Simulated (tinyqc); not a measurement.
## Capacitance measurement on a leaky thin oxide: effects of series resistance and leakage: readings against frequency

The device is a capacitance C in parallel with a leakage conductance G, in series with Rs and Ls. An impedance meter reports either a parallel pair (Cp, Gp) from Y = 1/Z = Gp + i w Cp or a series pair (Cs, Rm) from Z = Rm + 1/(i w Cs); w = 2 pi f, dissipation D = Gp/(w |Cp|).

EOT = 3.9 tox/eox; CET = EOT + zc + zp; C = 3.9 eps0 A/CET; G = Jg A/Vs. Z = Rs + i w Ls + 1/(G + i w C); CET read from Cp = 3.9 eps0 A/Cp; errors under 0.001 % are printed as 0.

Values chosen for this exercise; values of the order met in thin-oxide MOS capacitors: relative permittivity of the gate insulator (close to aluminium oxide) eox = 9.27; insulator thickness tox = 5.5 nm; gate area A = 10000 um^2; oxide-equivalent thickness added by the accumulation layer zc = 0.45 nm; oxide-equivalent thickness added by gate depletion zp = 0 nm; gate leakage current density, not matched to the thickness Jg = 0.0041 A/cm^2; voltage for an e-fold rise of the leakage Vs = 0.37 V; series resistance Rs = 22 ohm; series inductance Ls = 0 nH.

Constants: eps0 = 8.8541878128e-14 F/cm where lengths are in cm. Results are converted to the units shown.

The same in every row: C (pF) = 124.9.

Readings against frequency:

| f (Hz) | Cp (pF) | Cs (pF) | D | error of Cp (%) | error of Cs (%) | CET read from Cp (nm) |
|---|---|---|---|---|---|---|
| 1000 | 124.9 | 373.9 | 1.412 | -4.88e-3 | 199 | 2.764 |
| 3000 | 124.9 | 152.6 | 0.4706 | -4.88e-3 | 22.1 | 2.764 |
| 10000 | 124.9 | 127.4 | 0.1413 | -4.88e-3 | 1.99 | 2.764 |
| 30000 | 124.9 | 125.2 | 0.04757 | -4.90e-3 | 0.221 | 2.764 |
| 1e5 | 124.9 | 125.0 | 0.01584 | -5.17e-3 | 0.0199 | 2.764 |
| 3e5 | 124.9 | 124.9 | 0.009886 | -7.56e-3 | 2.21e-3 | 2.764 |
| 1e6 | 124.9 | 124.9 | 0.01868 | -0.0347 | 0 | 2.765 |
| 3e6 | 124.6 | 124.9 | 0.05228 | -0.273 | 0 | 2.771 |
| 1e7 | 121.3 | 124.9 | 0.1728 | -2.90 | 0 | 2.846 |
| 3e7 | 98.49 | 124.9 | 0.5181 | -21.2 | 0 | 3.506 |

What does the table show?

D goes from 1.41 through a minimum of 0.00989 (at f = 3e5 Hz among the rows listed) to 0.518; without inductance its minimum lies at f = sqrt(G (1 + G Rs)/Rs)/(2 pi C) = 2.86e5 Hz. The error of Cp goes from -0.00488 to -21.2 % and that of Cs from 199 to 0 %; at low frequency Cp tends to C/(1 + G Rs)^2 and Cs grows as 1 + (G/(w C))^2. One of the two readings is within 2 % of C for f = 1000, 3000, 10000, 30000, 1e5, 3e5, 1e6, 3e6, 1e7, 3e7 Hz. For f = 1000 D exceeds 1, where the accuracy of real meters degrades in proportion to sqrt(1 + D^2).

Computed by the program tinyqc: `OMP_NUM_THREADS=1 python tinyqc.py 2022077 2022078 out.jsonl`, one thread of a shared Intel Xeon 2.30GHz, about 0.01 s for the whole run.
